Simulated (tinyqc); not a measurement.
Inversion-layer mobility, back-scattering and ballistic limit of a field-effect transistor: one step, computed by the program tinyqc.

The charge at the top of the source barrier is fixed by the gate; series resistance and short-channel effects are left out. F_j are Fermi integrals normalised to exp(eta) in the classical limit.

Question. Effective mobility. mu_phonon = mu_ph (E_eff/1 MV/cm)^(-0.3) (T/300 K)^(-1.75); mu_rough = mu_sr (E_eff/1 MV/cm)^(-2); mu_Coulomb = mu_C (N_inv/1e12 cm^-2) (T/300 K); Matthiessen's rule adds 1/mu.

Inputs (values chosen for the exercise, modelled on a strained silicon n-channel):
```
quantity,value,unit
"phonon mobility at 1 MV/cm and 300 K, mu_ph",560,cm^2/(V s)
"roughness mobility at 1 MV/cm, mu_sr",1800,cm^2/(V s)
"Coulomb mobility at N_inv = 1e12/cm^2, mu_C",560,cm^2/(V s)
temperature T,77,K
```

Statistics at the top of the barrier: Fermi-Dirac.

inversion density N_inv = 3.656272e+12 1/cm^2

effective field E_eff = 0.3152165 MV/cm

Give: phonon part; roughness part; Coulomb part; effective mobility mu.

Answer.

phonon part = 8555 cm^2/(V s)

roughness part = 18116 cm^2/(V s)

Coulomb part = 525.5 cm^2/(V s)

effective mobility mu = 481.9 cm^2/(V s)

The Coulomb part is the lowest and holds 92 % of 1/mu.
